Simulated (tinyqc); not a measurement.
Kissinger analysis: growth of a silicide layer between metal and silicon: linear-parabolic kinetics, ramp anneals and Kissinger analysis. Computed by tinyqc, a small Python program. Command: `OMP_NUM_THREADS=1 python tinyqc.py 3028261 3028262 out.jsonl silicide walk`. One thread of a shared host (Intel(R) Xeon(R) Processor @ 2.30GHz), about 0.1 s of CPU time with the checks.

One compound layer of thickness x grows by diffusion through itself and reaction at an interface, dx/dt = 1/(2x/K + 1/v), until the metal is used up at x = a h.

Inputs (values chosen for the exercise, modelled on CoSi2):
```
quantity                                 value    unit
metal thickness h                          6.1      nm
silicide formed per metal thickness a     3.52       -
prefactor of the parabolic constant K    6e+14  nm^2/s
activation energy E of K                  2.33      eV
prefactor of the interface velocity v  3.4e+14    nm/s
activation energy E_v                     2.56      eV
```

Constants: k_B = 8.617333262e-05 eV/K.

Method:
- The silicide ends at the thickness a h.
- K = K0 exp(-E/(k_B T)), v = v0 exp(-E_v/(k_B T)).
- Temperatures in kelvin are T(C) + 273.15.
- Ramp from x = 0 at 100 C at the rate beta: dx/dT = (1/beta)/(2x/K + 1/v), integrated adaptively (tolerance 1e-9) until x = a h at T_f.
- Plot ln(beta/T_f^2) against 1/(k_B T_f), T_f in kelvin; minus the least-squares slope estimates the activation energy.

final thickness = 21.472 nm

Ramps:
```
beta (C/s)  T_f (C)  1/(k_B T_f) (1/eV)  ln(beta/T_f^2)
0.03         538.78              14.292         -16.905
0.1          565.68              13.834         -15.767
0.3          591.83              13.416         -14.729
1            622.44              12.957         -13.595
3            652.32              12.539         -12.562
10           687.45              12.080         -11.433
30           721.91              11.662         -10.404
```

Kissinger energy = 2.4715 eV

A thousandfold faster ramp raises the completion temperature by only 183 C. The fit gives 2.472 eV, against E = 2.33 eV for diffusion and E_v = 2.56 eV for the interface: it lies 62 % of the way from E to E_v, as both steps resist. Caution: nucleation and competing phases are left out; disilicides such as CoSi2 and the low-resistance form of TiSi2 start by nucleation and follow this law at best in part.

Extremes, crossings and ranges named in words are read from the listed rows.
